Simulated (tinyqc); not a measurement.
Worked calculation: a particle near a wafer in liquid: double-layer and van der Waals forces (DLVO), deposition barrier and removal. Computed by tinyqc, a small Python program that keeps every step. Command: `OMP_NUM_THREADS=1 python tinyqc.py 3114066 3114067 out.jsonl dlvo walk`. One thread of a shared host (Intel(R) Xeon(R) Processor @ 2.30GHz), about 0.01 s of CPU time with the checks. Intermediate numbers are printed to about 6 digits and carried at full precision; extremes and crossings named in words are read from the listed rows.

Sphere and flat wall, Derjaguin approximation, constant potentials in the linear-superposition form, no retardation and no hydration force.

Inputs (values chosen for the exercise, of the order of those for silica on copper in water): particle radius R = 160 nm; Hamaker constant A = 3.1e-20 J; potential of the particle psi_1 = 41 mV; potential of the wafer psi_2 = -14 mV; salt concentration c = 0.0012 mol/L; valence z of the symmetric salt = 1; temperature T = 343 K; dielectric constant of the liquid = 63.7; gap h = 0.94 nm; contact distance h0 = 0.4 nm; contact radius over R = 0.058; viscosity = 0.62 mPa s.

Constants: e = 1.602176634e-19 C; N_A = 6.02214076e+23 1/mol; eps_0 = 8.8541878128e-12 F/m; k_B = 1.380649e-23 J/K; k_B = 8.617333262e-05 eV/K.

## Screening

kappa^2 = 2 z^2 e^2 N_A (1000 c)/(eps eps_0 k_B T); gamma_i = tanh(z e psi_i/(4 k_B T)); Z = 64 pi eps eps_0 (k_B T/(z e))^2 gamma_1 gamma_2.

kappa = 0.117858 1/nm

Debye length = 8.48479 nm

gamma_1 = 0.333519

gamma_2 = -0.117863

Z = -3.89449 pN

kappa R = 18.8573

Opposite signs: the double layers attract.

## Energy and force at one gap

U(h) = Z R exp(-kappa h) - A R/(6 h); F(h) = -dU/dh = kappa Z R exp(-kappa h) - A R/(6 h^2), positive for repulsion.

double-layer energy = -117.782 k_B T

van der Waals energy = -185.706 k_B T

U(h) = -303.488 k_B T

F(h) = -1001.30 pN

Caution: for kappa h below 1 linear superposition is only rough, and charge regulation matters.

## The curve

The formulas are those given above.

Against the gap:
```
h (nm)  kappa h  U (k_B T)        F (pN)
0.4     0.04714   -561.930  -5.23672e+03
0.6     0.07071   -413.536  -2.36472e+03
1.0     0.11786   -291.515  -8.91941e+02
1.5     0.17679   -226.635  -4.28947e+02
2.5     0.29464   -167.826  -1.86964e+02
4.0     0.47143   -125.762  -9.75008e+01
7.0     0.82501    -82.601  -4.90543e+01
12.0    1.41429    -46.534  -2.35936e+01
20.0    2.35716    -21.187  -9.02056e+00
40.0    4.71432     -5.544  -1.17512e+00
```

Caution: in rows where h is not small against R, A R/(6 h) overstates the van der Waals term. Caution: in rows with kappa h below 1 linear superposition is only rough.

## Removing an attached particle

Adhesion F_a = A R/(6 h0^2) [1 + a^2/(R h0)] - kappa Z R exp(-kappa h0), a the contact radius. Drag in a shear flow F_d = 1.7 x 6 pi mu R^2 G, acting at 1.4 R; rolling starts when 1.4 R F_d = a F_a. Wall shear stress = mu G.

van der Waals adhesion = 12118.9 pN

net adhesion F_a = 12189.0 pN

wall shear stress for rolling = 615.570 Pa

shear rate G = 992855 1/s

Checks made by the program: force against a difference of U (relative difference below 1e-10).
